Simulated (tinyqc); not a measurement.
Read current of a NAND string, cells in series solved by shooting: one step of the calculation.

Cells in series, numbered from 0 at the source line (0 V) to the bit line, each followed by a gap resistance Rg. A cell with gate Vg, threshold VT, source Vs and drain Vd passes I = 2 nf K Vt^2 [F(Vs) - F(Vd)]/(1 + th max(Vg - VT, 0)), F(V) = ln^2(1 + exp((Vg - VT - nf V)/(2 nf Vt))). The selected cell has Vg = Vr, the others Vg = Vp.

Question. Node voltages for a trial current. For a trial current I start at 0 V and, cell by cell (the selected one is cell 1), solve for the drain: sqrt(F(Vd)) = sqrt(F(Vs) - I/k), k = 2 nf K Vt^2/(1 + th max(Vg - VT, 0)), Vd = [Vg - VT - 2 nf Vt ln(exp(sqrt F) - 1)]/nf, then add I Rg.

Parameters, values chosen for the exercise; values of the order met in vertical NAND strings: temperature T = 300 K; gain factor of a cell K = 19 uA/V^2; slope factor nf = 1.8; mobility reduction factor th = 0.19 1/V; resistance of the gap between cells Rg = 16 kohm; bit-line voltage Vbl = 0.7 V; pass voltage Vp = 7 V; read voltage on the selected word line Vr = 3.41 V.

Constants: q = 1.602176634e-19 C, kB = 1.380649e-23 J/K, Vt = kB T/q. Results are converted to the units shown.

second trial current = 3.5 uA
thresholds from the source end, cell 0 to 3 (V): 3.2  1.8  -1.6  -1.6

Wanted: node voltage after each cell and gap, trial 2.

Answer.

node voltage after each cell and gap, trial 2, cell 0 to 3 (V): 0.14120  0.40264  0.52069  0.64049

Program tinyqc, `OMP_NUM_THREADS=1 python tinyqc.py 2142187 2142188 out.jsonl`; Intel Xeon 2.30GHz, shared host, one thread, about 0.7 s.
